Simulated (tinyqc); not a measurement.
Precursor delivery and alloy composition in metal-organic vapour-phase epitaxy: one step, computed by the program tinyqc. Command: `OMP_NUM_THREADS=1 python tinyqc.py 3017552 3017553 out.jsonl movpe walk`. One thread of a shared host (Intel(R) Xeon(R) Processor @ 2.30GHz), about 0.01 s of CPU time with the checks.

Carrier gas leaves each bubbler saturated. Group-III species cross a boundary layer and react at the surface; element 2 can also desorb. The film is (1)_(1-x) (2)_x V with a zinc-blende cell.

Task: Transport to the surface. Partial pressure p_i = p F_i/(44615 x total flow in slm); density n_i = p_i/(k_B T), 1 torr = 133.322 Pa; D = D0 (T/273.15)^1.75 (760/p), h = D/delta, the same for both; k_s = prefactor x exp(-energy/(k_B T)); arrival J_i = n_i/(1/h + 1/k_s); in layers per second g_i = J_i a^2/2 (two group-III sites per a^2 on (001)). Temperatures in kelvin are T(C) + 273.15.

Inputs (values chosen for the exercise, close to those used for InGaP from TEGa and TMIn):
```
quantity                                   value      unit
source 1: bath temperature                    21         C
source 2: bath temperature                    25         C
total flow                                    10       slm
reactor pressure p                           100      torr
diffusivity D0 at 273.15 K and 760 torr     0.32    cm^2/s
boundary layer delta                         1.3        cm
prefactor of the surface rate k_s        2.3e+13      cm/s
energy of k_s                               1.83        eV
lattice constant a                          5.65  angstrom
growth temperature T                         600         C
```

molar flows (micromol/min): F1 8.461789, F2 48.09865

Constants: k_B = 1.380649e-23 J/K; k_B = 8.617333262e-05 eV/K.

Give: densities; h; k_s; arrival rates.

Result:

densities (1/cm^3): n1 2.098e+13, n2 1.192e+14

h = 14.30 cm/s

k_s = 629.6 cm/s

arrival rates (layers/s): g1 0.4680, g2 2.660

Growth is transport-limited.
